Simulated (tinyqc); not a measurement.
# MOS capacitor on a p-type substrate, surface potential from the exact charge relation: effect of the temperature on threshold and swing

Uniform p-type substrate, Boltzmann statistics, full ionisation, classical densities. psi is the surface potential against the body (positive when the bands bend down) and u = psi/Vt. Traps are spread evenly over the gap and neutral at flat band, so their charge is -q Dit psi; the minority quasi-Fermi level is shifted by Vb.

Nc and Nv are given at 325 K and scale as (T/325 K)^1.5; Eg is held fixed. ni = sqrt(Nc Nv) exp(-Eg/(2 Vt)), Eg in volts; phiF = Vt ln(N/ni); Cox = eps0 eox/tox; Vfb = phiM - chi - (Eg - Vt ln(Nv/N)) - q Nf/Cox; VT = Vfb + [(2 phiF + Vb)(1 + q Dit/Cox) + sqrt(2 eps0 eps_r q N (2 phiF + Vb))/Cox]. gamma = sqrt(2 eps0 eps_r q N)/Cox; Wm = sqrt(2 eps0 eps_r (2 phiF + Vb)/(q N)); m = 1 + (eps0 eps_r/Wm + q Dit)/Cox; swing m Vt ln 10; Cmin/Cox = 1/(1 + Cox Wm/(eps0 eps_r)).

Parameters, values chosen for the exercise; band and dielectric values those of a made-up semiconductor:
- Eg = 1.22 eV (band gap)
- eps_r = 14.8 (relative permittivity)
- Nc = 2.81e19 cm^-3 (conduction-band density of states at the reference temperature)
- Nv = 2.65e19 cm^-3 (valence-band density of states at the reference temperature)
- chi = 3.92 eV (electron affinity)
- N = 2.5e15 cm^-3 (acceptor density of the substrate)
- eox = 3.9 (relative permittivity of the gate insulator (close to silicon dioxide))
- tox = 8.2 nm (insulator thickness)
- phiM = 4.56 eV (gate work function)
- Nf = -2.2e10 cm^-2 (fixed charge at the interface, in units of q)
- Dit = 1.6e12 cm^-2 eV^-1 (density of interface traps)
- Vb = 0 V (reverse bias of the inversion layer against the body)

Constants: q = 1.602176634e-19 C, kB = 1.380649e-23 J/K, Vt = kB T/q, eps0 = 8.8541878128e-14 F/cm where lengths are in cm. Results are converted to the units shown.

The same in every row: gamma (V^0.5) = 0.07694.

Results:

| T (K) | Vfb (V) | 2 phiF (V) | VT (V) | Wm (nm) | m | swing (mV/decade) | Cmin/Cox |
|---|---|---|---|---|---|---|---|
| 200 | -0.4244 | 0.9246 | 1.137 | 777.8 | 1.649 | 65.43 | 0.03847 |
| 240 | -0.3893 | 0.8542 | 1.056 | 747.6 | 1.650 | 78.59 | 0.03996 |
| 280 | -0.3534 | 0.7821 | 0.9728 | 715.4 | 1.652 | 91.80 | 0.04169 |
| 320 | -0.3167 | 0.7085 | 0.8879 | 680.9 | 1.654 | 105.0 | 0.04371 |
| 400 | -0.2414 | 0.5575 | 0.7130 | 604.0 | 1.660 | 131.8 | 0.04900 |
| 440 | -0.2030 | 0.4805 | 0.6233 | 560.7 | 1.664 | 145.3 | 0.05258 |

Estimate the missing row, T = 360 K.

Computed row:

| T (K) | Vfb (V) | 2 phiF (V) | VT (V) | Wm (nm) | m | swing (mV/decade) | Cmin/Cox |
|---|---|---|---|---|---|---|---|
| 360 | -0.2793 | 0.6336 | 0.8012 | 643.9 | 1.657 | 118.4 | 0.04610 |

With this row back in the table: As T goes from 200 to 440, VT falls from 1.14 to 0.623 V, the swing rises from 65.4 to 145 mV/decade and Cmin/Cox rises from 0.0385 to 0.0526. Of the change of VT by -0.514 V, 0.221 V comes from Vfb and -0.735 V from the band bending and the charge it takes. VT changes by -2.14 mV/K on average.

Program tinyqc, `OMP_NUM_THREADS=1 python tinyqc.py 2060061 2060062 out.jsonl`; Intel Xeon 2.30GHz, shared host, one thread, about 0.01 s.
